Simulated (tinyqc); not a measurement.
Van der Pauw, Hall and four-point-probe measurements on a doped layer: correction factor against the shape of the sample.

A uniform p-type layer with sheet resistance Rs = 1/(q ns mu), point contacts, low field (mu B small).

Rs = 1/(q ns mu). For a rectangle with contacts at the corners, RA = (8 Rs/pi) sum_(k>=0) ln coth((2k + 1) pi a/(2 b)) with current along a short side b and voltage along the opposite one, RB the same with a and b exchanged. ar = a/b. F = Rs/[(pi/ln 2)(RA + RB)/2]; small-asymmetry estimate 1 - (ln 2/2) d^2 - ((ln 2)^2/4 - (ln 2)^3/12) d^4 with d = (RB - RA)/(RB + RA).

Parameters, values chosen for the exercise:
```
symbol   value        unit                     meaning
ns      2.1e12       cm^-2  sheet density of the layer
mu         210  cm^2/(V s)              drift mobility
```

Constants: q = 1.602176634e-19 C. Results are converted to the units shown.

Correction factor against the shape of the sample:

| ar | RA (ohm) | RB (ohm) | RB/RA | F | estimate of F |
|---|---|---|---|---|---|
| 1 | 3122.7 | 3122.7 | 1.0000 | 1.0000 | 1.0000 |
| 1.14 | 2008.5 | 4606.2 | 2.2933 | 0.94416 | 0.94436 |
| 1.29 | 1253.0 | 6377.0 | 5.0894 | 0.81853 | 0.82491 |
| 1.43 | 806.93 | 8144.9 | 10.094 | 0.69766 | 0.72542 |
| 1.57 | 519.73 | 9986.7 | 19.215 | 0.59443 | 0.65773 |
| 1.71 | 334.77 | 11877 | 35.479 | 0.51141 | 0.61668 |
| 1.86 | 208.97 | 13938 | 66.699 | 0.44146 | 0.59168 |
| 2 | 134.61 | 15883 | 117.99 | 0.38992 | 0.57867 |

What does the table show?

RB/RA rises from 1.00 to 118 and F falls from 1.00 to 0.390. The estimate is 0.78 % above F at a/b = 1.29 and 48 % above it in the last row. RA shrinks about as exp(-pi a/b): by a factor of 1.55 between the last two rows, against 1.55.

Numbers from tinyqc (`OMP_NUM_THREADS=1 python tinyqc.py 2850231 2850232 out.jsonl`; about 0.01 s on one thread of a shared Intel Xeon 2.30GHz).
